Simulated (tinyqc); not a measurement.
Charge-trap memory cell: two steps of the calculation.

Channel, tunnel oxide, storage layer, blocking layer, gate. N electrons per area sit in a sheet at the centroid and shift the threshold by U = (q/eps0) N (tb/eb + xc tn/en). EOT = t1 + 3.9 (tn/en + tb/eb); tunnel field F = (Vg - U)/EOT; dN/dt = eta (J/q)(1 - N/Nm). Fowler-Nordheim: J = A F^2 exp(-B/F), A = q^2/(16 pi^2 hbar mo phi) (times 1e14 for A/cm^2 with F in V/nm, emitter mass m0), B = (4/3) sqrt(mo/C) phi^1.5, C = hbar^2/(2 m0).

Values chosen for this exercise; oxide values close to those of silicon dioxide, storage layer close to silicon nitride, blocking layer close to silicon dioxide:

| symbol | value | unit | meaning |
|---|---|---|---|
| phi | 3.11 | eV | tunnel barrier |
| mo | 0.43 | m0 | tunnelling mass |
| t1 | 4 | nm | tunnel oxide (permittivity 3.9) |
| tn | 7.1 | nm | storage layer |
| en | 7.3 |  | its relative permittivity |
| tb | 7 | nm | blocking layer |
| eb | 3.9 |  | its relative permittivity |
| xc | 0.34 |  | charge centroid, share of tn counted from the blocking side |
| eta | 0.66 |  | capture efficiency of an empty layer |
| Nm | 9.2e12 | cm^-2 | trap density |
| T | 358 | K | storage temperature |
| E1 | 0.85 | eV | shallowest trap depth |
| E2 | 1.83 | eV | deepest trap depth |
| nu | 1e13 | 1/s | attempt frequency |
| Vg | 16.9 | V | gate voltage less flat band and surface potential |

Constants: q = 1.602176634e-19 C, kB = 1.380649e-23 J/K, hbar = 1.054571817e-34 J s, m0 = 9.1093837015e-31 kg, Vt = kB T/q, eps0 = 8.8541878128e-14 F/cm where lengths are in cm, hbar^2/(2 m0) = 0.0380998212 eV nm^2. Results are converted to the units shown.

Question 1. Constants of the stack. EOT, the shift for 1e12 electrons per cm^2, the shift with all traps full, and the starting field, current and rate.

Wanted: EOT; shift for 1e12 cm^-2; shift with all traps full; F(0); J(0); dN/dt at the start.

Answer 1.

EOT = 14.79 nm
shift for 1e12 cm^-2 = 0.3846 V
shift with all traps full = 3.539 V
F(0) = 1.142 V/nm
J(0) = 0.06889 A/cm^2
dN/dt at the start = 2.838e17 cm^-2 s^-1

Question 2. Retention after ten years. Retention: filled traps are spread evenly in depth from E1 to E2, and each empties at the rate nu exp(-E/kB T). The share left is the mean of exp(-nu t exp(-E/kB T)) = [kB T/(E2 - E1)] [E1x(nu t exp(-E2/kB T)) - E1x(nu t exp(-E1/kB T))], E1x the exponential integral; traps shallower than about Ed = kB T ln(nu t) are empty. t = 3.15576e8 s.

Find: Ed; share left; loss a decade while Ed lies between E1 and E2, kB T ln 10/(E2 - E1).

Answer 2.

Ed = 1.527 eV
share left = 0.2908
loss a decade while Ed lies between E1 and E2, kB T ln 10/(E2 - E1) = 0.07248

Range of the model: The Fowler-Nordheim form needs F t1 above phi; trap-assisted paths and leakage through the blocking layer are left out.

Numbers from tinyqc (`OMP_NUM_THREADS=1 python tinyqc.py 2130023 2130024 out.jsonl`; about 0.03 s on one thread of a shared Intel Xeon 2.30GHz).
